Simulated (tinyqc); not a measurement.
Inside a calculation. Model: leakage currents through a thin dielectric. Computed by tinyqc, a small Python program that keeps every step. Command: `OMP_NUM_THREADS=1 python tinyqc.py 3006434 3006435 out.jsonl leak walk`. One thread of a shared host (Intel(R) Xeon(R) Processor @ 2.30GHz), about 0.03 s of CPU time with the checks. Intermediate numbers are printed to about 6 digits and carried at full precision; extremes and crossings named in words are read from the listed rows.

Electrons leave an electrode with Fermi energy E_F above its band bottom; barriers are counted from the Fermi level, and both electrodes are alike. They cross the interlayer first.

Inputs (values chosen for the exercise, modelled on SiO2):
```
quantity                           value  unit
barrier height phi_B                   3    eV
tunnelling mass m                   0.37   m_0
static permittivity k                  4     -
optical permittivity k_o             2.1     -
trap depth phi_t                     1.8    eV
Poole-Frenkel prefactor sigma_0  0.00079  S/cm
thickness t                          4.8    nm
electrode Fermi energy E_F           6.1    eV
electrode mass m_e                   0.3   m_0
voltage V                            1.1     V
temperature T                        300     K
interlayer thickness t_i               1    nm
interlayer barrier phi_i            3.18    eV
interlayer mass m_i                 0.43   m_0
interlayer permittivity k_i          4.2     -
```

Stack: dielectric on an interlayer.

Constants: m_0 = 9.1093837015e-31 kg; e = 1.602176634e-19 C; hbar = 1.054571817e-34 J s; k_B = 8.617333262e-05 eV/K; k_B = 1.380649e-23 J/K; eps_0 = 8.8541878128e-12 F/m; h = 6.62607015e-34 J s.

## Fields

Fields: F_i = V/(t_i + t k_i/k), F = F_i k_i/k; equivalent oxide thickness 3.9 (t/k + t_i/k_i).

field F = 1.91225 MV/cm

equivalent oxide thickness = 5.60857 nm

interlayer field F_i = 1.82119 MV/cm

## Transmission at the Fermi level

WKB: a layer of mass m, field F and barrier b(x) = b_0 - e F x gives the exponent (4 sqrt(2 m)/(3 hbar e F)) [b_0^(3/2) - max(b_0 - e F t, 0)^(3/2)] for b_0 > 0; b_0 = barrier - (E - E_F), less e F_i t_i for the second layer; the transmission is D(E) = exp(-sum of exponents), without image force.

exponent of the interlayer = 11.8084

exponent of the dielectric = 45.8753

transmission D(E_F) = 8.87747e-26

At E_F the barrier of the dielectric is trapezoidal (direct tunnelling).

## Tunnel current

Tsu-Esaki: J = (e m_e k_B T/(2 pi^2 hbar^3)) int D(E) ln[(1 + exp((E_F - E)/k_B T))/(1 + exp((E_F - eV - E)/k_B T))] dE over the normal energy E (its change with the mass at an interface is neglected) from max(0, E_F - 3 eV) to E_F + largest barrier, by 100 Gauss-Legendre points in each part, split at E_F - 0.3 eV (if inside the range) and E_F + 8 k_B T. The mean energy weights E - E_F by the integrand.

tunnel current density = 3.85031e-18 A/cm^2

mean energy of the current above E_F = -0.152616 eV

The current flows close to or below E_F.

## Thermal currents

Schottky emission J = A T^2 exp(-(phi_B - sqrt(e^3 F/(4 pi k_o eps_0)))/k_B T), A = 4 pi e m k_B^2/h^3 with the tunnelling mass; Poole-Frenkel J = sigma_0 F exp(-(phi_t - sqrt(e^3 F/(pi k_o eps_0)))/k_B T); both use the field F of the dielectric and ignore the interlayer.

Schottky lowering = 0.362109 eV

Poole-Frenkel lowering = 0.724217 eV

Schottky current density = 1.93921e-38 A/cm^2

Poole-Frenkel current density = 1.27884e-15 A/cm^2

The Poole-Frenkel lowering is twice the Schottky one, because the charge of a trap is fixed while an image charge moves with the electron.

## Which mechanism rules?

The formulas are those given above.

Current densities (A/cm^2):
```
V (V)  F (MV/cm)   tunnelling     Schottky  Poole-Frenkel
0.22     0.38245  2.79921e-20  8.41279e-42    4.81363e-23
0.39     0.67798  7.46358e-20  6.70822e-41    5.42562e-21
0.55     0.95613  1.77736e-19  3.20561e-40    1.74725e-19
0.77     1.33858  5.92613e-19  1.96790e-39    9.21866e-18
0.94     1.63411  1.53706e-18  6.72726e-39    1.31515e-16
1.10     1.91225  3.85031e-18  1.93921e-38    1.27884e-15
1.30     2.25993  1.25303e-17  6.56988e-38    1.73472e-14
1.70     2.95530  1.50357e-16  5.84555e-37    1.79585e-12
```

The largest current is tunnelling from 0.220 to 0.550, Poole-Frenkel from 0.770 to 1.70 V. Over the table tunnelling grows by 3.7 decades, Schottky by 4.8 and Poole-Frenkel by 10.6. A plot of ln(J/F) against sqrt(F) for the Poole-Frenkel column has the slope 20.26 per sqrt(MV/cm), from which k_o follows; reading it as Schottky emission would give about k_o/4.

Checks made by the program: energy integral against adaptive quadrature (relative difference below 1e-10).
